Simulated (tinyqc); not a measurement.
Worked calculation: coherent transport through a tight-binding region between two chains. Computed by tinyqc, a small Python program that keeps every step. Settings: temperature = 300, mu = 0.36. Command: `OMP_NUM_THREADS=1 python tinyqc.py 23782 23783 out.jsonl` (the two numbers bound the seeds that draw the settings). One thread of a shared host (Intel(R) Xeon(R) Processor @ 2.60GHz), about 0.08 s of CPU time with the checks.

## Transmission at E = -0.42 eV

H of the central region (eV), lower triangle:
```
          1         2        3
1   0.00000
2  -1.33000   0.00000
3   0.00000  -2.16000  0.00000
```

Leads: semi-infinite chains with site energy 0:

| parameter | value |
|---|---|
| lead hopping t (eV) | 2.700000 |
| coupling to the left lead (eV) | 0.580000 |
| coupling to the right lead (eV) | 0.280000 |
| left contact site | 1 |
| right contact site | 3 |

E = -0.42000 eV

Surface Green function g = (E - i sqrt(4 t^2 - E^2)) / (2 t^2); self-energy tc^2 g on each contact site; G = (E - H - Sigma)^(-1); Gamma = -2 Im Sigma; T = Gamma_L Gamma_R |G_LR|^2; local density of states -Im G_ii / pi.

g = -0.02881-0.36925i 1/eV

G (1/eV), lower triangle:
```
                   1                 2                  3
1  -1.64730-0.38991i
2   0.20727+0.03356i  0.06708-0.00900i
3   1.05461+0.24661i  0.34838-0.02242i  -0.58163-0.15621i
```

local density of states (1/eV): 0.12411  0.00287  0.04972

transmission = 0.01687

## Transmission across the band

The same steps on a grid of energies.

T(E):

| E (eV) | T |
|---|---|
| -5.1300000 | 1.19e-06 |
| -4.6170000 | 7.27e-06 |
| -4.1040000 | 2.96e-05 |
| -3.5910000 | 0.00013 |
| -3.0780000 | 0.00102 |
| -2.5650000 | 0.65874 |
| -2.0520000 | 0.00488 |
| -1.5390000 | 0.00286 |
| -1.0260000 | 0.00387 |
| -0.5130000 | 0.01180 |
| 0.0000000 | 0.29838 |
| 0.5130000 | 0.01180 |
| 1.0260000 | 0.00387 |
| 1.5390000 | 0.00286 |
| 2.0520000 | 0.00488 |
| 2.5650000 | 0.65874 |
| 3.0780000 | 0.00102 |
| 3.5910000 | 0.00013 |
| 4.1040000 | 2.96e-05 |
| 4.6170000 | 7.27e-06 |
| 5.1300000 | 1.19e-06 |

levels of the isolated region (eV): -2.53663  0.00000  2.53663

## Current

I = (2e/h) int T(E) [f(E - mu - V/2) - f(E - mu + V/2)] dE at 300 K with mu = 0.36 eV, the bias not changing H; 2e^2/h = 77.48092 microsiemens; the integral runs over the band on 4001 points.

Current:

| V (volt) | I (microampere) |
|---|---|
| 0.01000 | 0.01801 |
| 0.05000 | 0.09043 |
| 0.10000 | 0.18321 |
| 0.20000 | 0.38646 |
| 0.40000 | 0.97569 |
| 0.80000 | 4.15196 |
